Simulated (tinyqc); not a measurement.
Finnis-Sinclair potential for a bcc metal: fit to cohesion and elasticity, then vacancy, surfaces and structure: one step, computed by the program tinyqc.

E = (1/2) sum V(r) - A sqrt(rho), rho = sum phi(r), phi = (r - d)^2 for r < d, V = (r - c)^2 (c0 + c1 r + c2 r^2) for r < c. In bcc the 8 first neighbours lie at sqrt(3) a/2 and the 6 second at a; both cut-offs lie below the third shell; Omega = a^3/2; E is per atom and z the number of atoms in a shell. The four constants A, c0, c1, c2 are fitted to E_c, zero pressure, B and C12 - C44 alone, so C44 and C11 - C12 are not matched singly; defects are unrelaxed.

Problem. Density sums and the constant A. rho = sum z phi, rho1 = sum z r phi', rho2 = sum z r^2 phi''. At zero pressure the effective pair part V + 2 F' phi obeys C12 = C44, so C12 - C44 = F'' (rho1/3)^2/Omega with F'' = A/(4 rho^(3/2)); this gives A.

Inputs (values chosen for the exercise, modelled on niobium):

| quantity | value | unit |
|---|---|---|
| lattice constant a | 3.3 | angstrom |
| target C12 | 134 | GPa |
| target C44 | 29.5 | GPa |
| density cut-off d/a | 1.196 | - |

Constants: 1 eV/angstrom^3 = 160.2176634 GPa.

Give: rho; rho1; rho2; A.

Solution.

rho = 12.00 angstrom^2

rho1 = -75.41 angstrom^2

rho2 = 261.36 angstrom^2

A = 3.083 eV/angstrom
